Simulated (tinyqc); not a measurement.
Chemically amplified photoresist: aerial image, acid generation, bake, development and line width: one step, computed by the program tinyqc.

Lines and spaces of pitch p with a two-beam-like image; x = 0 is the middle of the bright space. The resist is positive and treated as uniform in depth.

Question. Acid image and its blur. Dose E(x) = E [1 + c cos(2 pi x/p)]; acid h = 1 - exp(-C E(x)). Bake: the acid image is blurred by a Gaussian of variance sigma^2 = 2 D t (each Fourier term k of h, taken on 64 points, is multiplied by exp(-4 pi^2 k^2 D t/p^2)). Cosine coefficients: h(x) = sum_k h_k cos(2 pi k x/p).

Inputs (values chosen for the exercise, for a model resist at 13.5 nm):

| quantity | value | unit |
|---|---|---|
| pitch p | 26 | nm |
| image contrast c | 0.53 | - |
| mean dose E | 17.2 | mJ/cm^2 |
| Dill parameter C | 0.031 | cm^2/mJ |
| acid diffusivity D | 0.094 | nm^2/s |
| bake time t | 60 | s |

Give: diffusion length sigma = sqrt(2 D t); h_0 to h_4 before the bake; h_0 to h_4 after the blur; blur factor of the first harmonic.

Answer.

diffusion length sigma = sqrt(2 D t) = 3.359 nm

h_0 to h_4 before the bake: 0.4015  0.1675  -0.0118  0.0006  0.0000

h_0 to h_4 after the blur: 0.4015  0.1205  -0.0032  0.0000  0.0000

blur factor of the first harmonic = 0.7194

sigma/p = 0.129; the blur keeps 72 % of the modulation.
